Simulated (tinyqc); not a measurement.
Space-charge-limited current through a thin insulating or semi-insulating film with traps. From one set of inputs to another, one input at a time. Computed by tinyqc, a small Python program. Command: `OMP_NUM_THREADS=1 python tinyqc.py 3003876 3003877 out.jsonl sclc ladder`. One thread of a shared host (Intel(R) Xeon(R) Processor @ 2.30GHz), about 0.01 s of CPU time with the checks.

One ohmic injecting contact at x = 0 (field zero), drift only, non-degenerate free carriers.

The inputs printed are set A. Set A is modelled on amorphous silicon; the values taken over come from a set modelled on semi-insulating GaAs. Inputs not listed in the table keep their values of set A, so the rows need not describe a real material.

Inputs (values chosen for the exercise, modelled on amorphous silicon):
```
quantity,value,unit
permittivity eps,11.8,-
band mobility mu,6.7,cm^2/(V s)
effective density of states N_c,2.1e+20,1/cm^3
trap density N_t,8.5e+15,1/cm^3
"equilibrium Fermi level below the band edge, E_0",0.69,eV
thickness d,900,nm
"free density at the anode, in units of N_c",4e-08,-
temperature T,350,K
trap level E_t below the band edge,0.39,eV
```

Traps: single level.

Constants: k_B = 8.617333262e-05 eV/K; e = 1.602176634e-19 C; eps_0 = 8.8541878128e-12 F/m.

Method:
- Free density n_0 = N_c exp(-E_0/k_B T) in equilibrium; trapped density n_t(n) = N_t/(1 + n_1/n), n_1 = N_c exp(-E_t/k_B T).
- theta = n/(n + n_t) at the anode density; trap-filled-limit voltage V_TFL = e (N_t - n_t(n_0)) d^2/(2 eps eps_0).
- J = e mu n F and (eps eps_0/e) dF/dx = n - n_0 + n_t(n) - n_t(n_0) = rho(n). With F = J/(e mu n): d = (eps eps_0 J/(e^2 mu)) I_1 and V = (eps eps_0 J^2/(e^3 mu^2)) I_2, I_k = int_(n_L)^infinity dn/(n^(k+1) rho(n)), n_L the density at the anode; with u = n_L/n, 200 Gauss-Legendre points in t, u = 1 - (1 - t)^2.
- Anode field J/(e mu n_L); Mott-Gurney current (9/8) eps eps_0 mu V^2/d^3; ohmic current e n_0 mu V/d.

Each row keeps all changes above it:
```
input moved,from,to,voltage V (V),theta,V_TFL (V)
set A,-,-,2.368e-01,5.735e-02,5.279
thickness d (nm),900,490,7.019e-02,5.735e-02,1.565
temperature T (K),350,250,1.416e+00,1.326e-03,1.565
"free density at the anode, in units of N_c",4e-08,0.00058,6.221e+01,9.348e-01,1.565
trap level E_t below the band edge (eV),0.39,0.5,6.221e+01,9.348e-01,1.565
band mobility mu (cm^2/(V s)),6.7,4200,6.221e+01,9.348e-01,1.565
trap density N_t (1/cm^3),8.5e+15,2.3e+16,6.625e+01,8.412e-01,4.234
permittivity eps,11.8,12.9,6.060e+01,8.412e-01,3.873
```

Which inputs carry the difference?

Voltage V goes from 0.237 to 60.6, a factor 256 in all. The largest single move comes from free density at the anode, in units of N_c (a factor 43.9), and thickness d works against it (a factor 0.296). Theta goes from 0.0573 to 0.841, a factor 14.7 in all. The largest single move comes from free density at the anode, in units of N_c (a factor 705), and temperature T works against it (a factor 0.0231). V_TFL goes from 5.28 to 3.87, a factor 0.734 in all. The largest single move comes from thickness d (a factor 0.296), and trap density N_t works against it (a factor 2.71). The single moves hold for this order of the switches; the total does not depend on the order.

Caution (rows set A, thickness d): V is below 10 k_B T/e, where diffusion from the contact, left out here, dominates. Caution (rows free density at the anode, in units of N_c, trap level E_t below the band edge, band mobility mu, trap density N_t, permittivity eps): J V exceeds 1e5 W/cm^2, where self-heating, left out here, would matter. Caution (rows band mobility mu, trap density N_t, permittivity eps): mu V/d exceeds 1e7 cm/s, so velocity saturation would limit the current.

Extremes, crossings and ranges named in words are read from the listed rows.
